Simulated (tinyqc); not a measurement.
Two-node Weyl semimetal on a cubic lattice and its slab: one step. Levels and layer weights of the middle pair. Five cases, with inputs chosen for the exercise.

Question. Diagonalise; sum the weights over the two components of each layer.

Give: levels; weights.

Case 1.

H (eV), lower triangle (Hermitian):
```
           1+         1-         2+         2-         3+         3-         4+         4-         5+         5-
1+   1.385479
1-  0.148262i  -1.385479
2+  -0.580000  0.205000i   1.385479
2-  0.205000i   0.580000  0.148262i  -1.385479
3+          0          0  -0.580000  0.205000i   1.385479
3-          0          0  0.205000i   0.580000  0.148262i  -1.385479
4+          0          0          0          0  -0.580000  0.205000i   1.385479
4-          0          0          0          0  0.205000i   0.580000  0.148262i  -1.385479
5+          0          0          0          0          0          0  -0.580000  0.205000i   1.385479
5-          0          0          0          0          0          0  0.205000i   0.580000  0.148262i  -1.385479
6+          0          0          0          0          0          0          0          0  -0.580000  0.205000i
6-          0          0          0          0          0          0          0          0  0.205000i   0.580000
7+          0          0          0          0          0          0          0          0          0          0
7-          0          0          0          0          0          0          0          0          0          0

           6+         6-         7+         7-
6+   1.385479
6-  0.148262i  -1.385479
7+  -0.580000  0.205000i   1.385479
7-  0.205000i   0.580000  0.148262i  -1.385479
```

Answer.

levels (eV): -2.4657  -2.2261  -1.8663  -1.4394  -1.0067  -0.6292  -0.3639  0.3639  0.6292  1.0067  1.4394  1.8663  2.2261  2.4657

weights:
```
       layer 1  layer 2  layer 3  layer 4  layer 5  layer 6  layer 7
lower    0.059    0.150    0.217    0.232    0.191    0.114    0.037
upper    0.037    0.114    0.191    0.232    0.217    0.150    0.059
```

The matrix belongs to ky = 0.37, kz = 2.49, where the mass m (1 - cos ky) + M(kz) is +0.2255 eV and t sin(ky) = 0.1483 eV. A positive mass binds no surface state: the middle pair is a confined bulk state.

Case 2.

H (eV), lower triangle (Hermitian):
```
           1+         1-         2+         2-         3+         3-         4+         4-         5+         5-
1+   0.586800
1-  0.287252i  -0.586800
2+  -0.560000  0.630000i   0.586800
2-  0.630000i   0.560000  0.287252i  -0.586800
3+          0          0  -0.560000  0.630000i   0.586800
3-          0          0  0.630000i   0.560000  0.287252i  -0.586800
4+          0          0          0          0  -0.560000  0.630000i   0.586800
4-          0          0          0          0  0.630000i   0.560000  0.287252i  -0.586800
5+          0          0          0          0          0          0  -0.560000  0.630000i   0.586800
5-          0          0          0          0          0          0  0.630000i   0.560000  0.287252i  -0.586800
6+          0          0          0          0          0          0          0          0  -0.560000  0.630000i
6-          0          0          0          0          0          0          0          0  0.630000i   0.560000
7+          0          0          0          0          0          0          0          0          0          0
7-          0          0          0          0          0          0          0          0          0          0

           6+         6-         7+         7-
6+   0.586800
6-  0.287252i  -0.586800
7+  -0.560000  0.630000i   0.586800
7-  0.630000i   0.560000  0.287252i  -0.586800
```

Answer.

levels (eV): -1.7104  -1.6435  -1.5177  -1.3241  -1.0672  -0.7803  -0.2879  0.2879  0.7803  1.0672  1.3241  1.5177  1.6435  1.7104

weights:
```
       layer 1  layer 2  layer 3  layer 4  layer 5  layer 6  layer 7
lower    0.725    0.176    0.066    0.022    0.008    0.002    0.001
upper    0.001    0.002    0.008    0.022    0.066    0.176    0.725
```

The matrix belongs to ky = 0.23, kz = 1.03, where the mass m (1 - cos ky) + M(kz) is -0.5332 eV and t sin(ky) = 0.2873 eV. A negative mass binds arc states at -/+ t sin(ky) on opposite faces; here one outer layer holds 72 % and the other 0 %, and the overlap across the thin slab moves the level by +0.6 meV.

Case 3.

H (eV), lower triangle (Hermitian):
```
           1+         1-         2+         2-         3+         3-         4+         4-         5+         5-
1+  -0.242716
1-  0.053870i   0.242716
2+  -0.480000  0.225000i  -0.242716
2-  0.225000i   0.480000  0.053870i   0.242716
3+          0          0  -0.480000  0.225000i  -0.242716
3-          0          0  0.225000i   0.480000  0.053870i   0.242716
4+          0          0          0          0  -0.480000  0.225000i  -0.242716
4-          0          0          0          0  0.225000i   0.480000  0.053870i   0.242716
5+          0          0          0          0          0          0  -0.480000  0.225000i  -0.242716
5-          0          0          0          0          0          0  0.225000i   0.480000  0.053870i   0.242716
6+          0          0          0          0          0          0          0          0  -0.480000  0.225000i
6-          0          0          0          0          0          0          0          0  0.225000i   0.480000

           6+        6-
6+  -0.242716
6-  0.053870i  0.242716
```

Answer.

levels (eV): -1.1241  -0.9071  -0.6709  -0.6078  -0.5217  -0.0553  0.0553  0.5217  0.6078  0.6709  0.9071  1.1241

weights:
```
       layer 1  layer 2  layer 3  layer 4  layer 5  layer 6
lower    0.806    0.095    0.048    0.034    0.002    0.015
upper    0.015    0.002    0.034    0.048    0.095    0.806
```

The matrix belongs to ky = 0.12, kz = 0.42, where the mass m (1 - cos ky) + M(kz) is -1.2027 eV and t sin(ky) = 0.0539 eV. A negative mass binds arc states at -/+ t sin(ky) on opposite faces; here one outer layer holds 81 % and the other 2 %, and the overlap across the thin slab moves the level by +1.5 meV.

Case 4.

H (eV), lower triangle (Hermitian):
```
           1+         1-         2+         2-         3+         3-         4+         4-         5+         5-
1+   1.168777
1-  0.179956i  -1.168777
2+  -0.515000  0.350000i   1.168777
2-  0.350000i   0.515000  0.179956i  -1.168777
3+          0          0  -0.515000  0.350000i   1.168777
3-          0          0  0.350000i   0.515000  0.179956i  -1.168777
4+          0          0          0          0  -0.515000  0.350000i   1.168777
4-          0          0          0          0  0.350000i   0.515000  0.179956i  -1.168777
5+          0          0          0          0          0          0  -0.515000  0.350000i   1.168777
5-          0          0          0          0          0          0  0.350000i   0.515000  0.179956i  -1.168777
6+          0          0          0          0          0          0          0          0  -0.515000  0.350000i
6-          0          0          0          0          0          0          0          0  0.350000i   0.515000
7+          0          0          0          0          0          0          0          0          0          0
7-          0          0          0          0          0          0          0          0          0          0

           6+         6-         7+         7-
6+   1.168777
6-  0.179956i  -1.168777
7+  -0.515000  0.350000i   1.168777
7-  0.350000i   0.515000  0.179956i  -1.168777
```

Answer.

levels (eV): -2.1420  -1.9578  -1.6773  -1.3346  -0.9683  -0.6162  -0.3300  0.3300  0.6162  0.9683  1.3346  1.6773  1.9578  2.1420

weights:
```
       layer 1  layer 2  layer 3  layer 4  layer 5  layer 6  layer 7
lower    0.113    0.184    0.208    0.196    0.155    0.100    0.044
upper    0.044    0.100    0.155    0.196    0.208    0.184    0.113
```

The matrix belongs to ky = 0.26, kz = 0.82, where the mass m (1 - cos ky) + M(kz) is +0.1388 eV and t sin(ky) = 0.1800 eV. A positive mass binds no surface state: the middle pair is a confined bulk state.

Case 5.

H (eV), lower triangle (Hermitian):
```
           1+         1-         2+         2-         3+         3-         4+         4-         5+         5-
1+  -0.081915
1-  0.034272i   0.081915
2+  -0.390000  0.245000i  -0.081915
2-  0.245000i   0.390000  0.034272i   0.081915
3+          0          0  -0.390000  0.245000i  -0.081915
3-          0          0  0.245000i   0.390000  0.034272i   0.081915
4+          0          0          0          0  -0.390000  0.245000i  -0.081915
4-          0          0          0          0  0.245000i   0.390000  0.034272i   0.081915
5+          0          0          0          0          0          0  -0.390000  0.245000i  -0.081915
5-          0          0          0          0          0          0  0.245000i   0.390000  0.034272i   0.081915
6+          0          0          0          0          0          0          0          0  -0.390000  0.245000i
6-          0          0          0          0          0          0          0          0  0.245000i   0.390000

           6+        6-
6+  -0.081915
6-  0.034272i  0.081915
```

Answer.

levels (eV): -0.8120  -0.6841  -0.6580  -0.5556  -0.5463  -0.0345  0.0345  0.5463  0.5556  0.6580  0.6841  0.8120

weights:
```
       layer 1  layer 2  layer 3  layer 4  layer 5  layer 6
lower    0.934    0.016    0.042    0.003    0.002    0.004
upper    0.004    0.002    0.003    0.042    0.016    0.934
```

The matrix belongs to ky = 0.07, kz = 0.32, where the mass m (1 - cos ky) + M(kz) is -0.8619 eV and t sin(ky) = 0.0343 eV. A negative mass binds arc states at -/+ t sin(ky) on opposite faces; here one outer layer holds 93 % and the other 0 %, and the overlap across the thin slab moves the level by +0.3 meV.

Computed by tinyqc, one run a case: `OMP_NUM_THREADS=1 python tinyqc.py N N+1 out.jsonl` with N = 1451929, 1452117, 1452168, 1452326, 1452874; one thread of a shared Intel(R) Xeon(R) Processor @ 2.30GHz, about 0.2 s a run at most.
